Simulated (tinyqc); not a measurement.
p-type polysilicon, carrier trapping at grain boundaries: two steps of the calculation.

One-dimensional grains of size Lg, uniform ionised doping N, monovalent traps Qt at each boundary at a depth Et below (for electrons) or above (for holes) the band edge there, abrupt depletion of width W on each side of a boundary, Boltzmann statistics. xi is the distance from the band edge at the grain centre to the Fermi level. Trapped charge Qt/(1 + exp((xi + VB - Et)/Vt)) = 2 N W, barrier VB = q N W^2/(2 eps0 eps_r).

Parameters, values chosen for the exercise; values of the order met in polycrystalline silicon:
- T = 300 K (temperature)
- eps_r = 11.7 (relative permittivity)
- NB = 2.65e19 cm^-3 (valence-band density of states at T)
- Lg = 110 nm (grain size)
- Qt = 1.6e12 cm^-2 (trap density of a grain boundary)
- Et = 0.33 eV (depth of the trap level from the majority band edge at the boundary)
- N = 6e17 cm^-3 (doping)

Constants: q = 1.602176634e-19 C, kB = 1.380649e-23 J/K, Vt = kB T/q, eps0 = 8.8541878128e-14 F/cm where lengths are in cm. Results are converted to the units shown.

Question 1. New W. Partly depleted grain, xi = Vt ln(NB/N): f = 1/(1 + exp((xi + VB - Et)/Vt)), g = Qt f - 2 N W, g' = -2 Qt f (1 - f) VB/(W Vt) - 2 N, W(new) = W - g/g'.

W at the start = 13 nm

Find: VB; f; g; g'; W after iteration 1.

Answer 1.

VB = 0.07841 V
f = 0.9974
g = 3.582e10 cm^-2
g' = -1.219e11 cm^-2/nm
W after iteration 1 = 13.29 nm

Question 2. Depletion width, Fermi level and barrier. If the trap equation with xi = Vt ln(NB/N) has a root W < Lg/2, the grain is partly depleted; otherwise W = Lg/2 and the trap equation gives xi = Et - VB + Vt ln(Qt/(N Lg) - 1). N* = Qt/Lg.

Give: N*; W; xi; VB; share of traps filled.

Answer 2.

N* = 1.455e17 cm^-3
W = 13.29 nm
xi = 0.09793 V
VB = 0.08199 V
share of traps filled = 0.9970

N is 4.12 N*, and the grain is partly depleted; VB = 3.17 Vt.

Numbers from tinyqc (`OMP_NUM_THREADS=1 python tinyqc.py 2830303 2830304 out.jsonl`; about 0.01 s on one thread of a shared Intel Xeon 2.30GHz).
